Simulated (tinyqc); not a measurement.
# Shape of the distribution and failure rate

For F(t) = 1 - exp(-(t/t63)^beta): mean t63 Gamma(1 + 1/beta), median t63 (ln 2)^(1/beta), deviation t63 sqrt(Gamma(1 + 2/beta) - Gamma(1 + 1/beta)^2), failure rate (beta/t63)(t/t63)^(beta - 1).

Parameters, values chosen for the exercise: characteristic time of a test capacitor t63 = 2800 s.

Shape of the distribution and failure rate:
```
beta  mean (s)  median (s)  deviation/mean  rate at 0.01 t63 (1/s)  rate at t63 (1/s)
0.5       5600        1345           2.236                0.001786           1.786e-4
0.7       3544        1659           1.462                9.953e-4           2.500e-4
1         2800        1941           1.000                3.571e-4           3.571e-4
1.3       2586        2112          0.7757                1.166e-4           4.643e-4
1.7       2498        2257          0.6055                2.417e-5           6.071e-4
2.2       2480        2370          0.4798                3.128e-6           7.857e-4
3         2500        2478          0.3634                1.071e-7           0.001071
4         2538        2555          0.2805                1.429e-9           0.001429
```

The relative spread falls from 2.24 to 0.281. For beta < 1 the rate falls with time (early failures), at 1 it is constant, 3.57e-4 1/s, and above 1 it grows (wear-out): the early rate goes from 10.0 times the rate at t63 to 1.00e-6 times.

Numbers from tinyqc (`OMP_NUM_THREADS=1 python tinyqc.py 2070173 2070174 out.jsonl`; about 0.01 s on one thread of a shared Intel Xeon 2.30GHz).
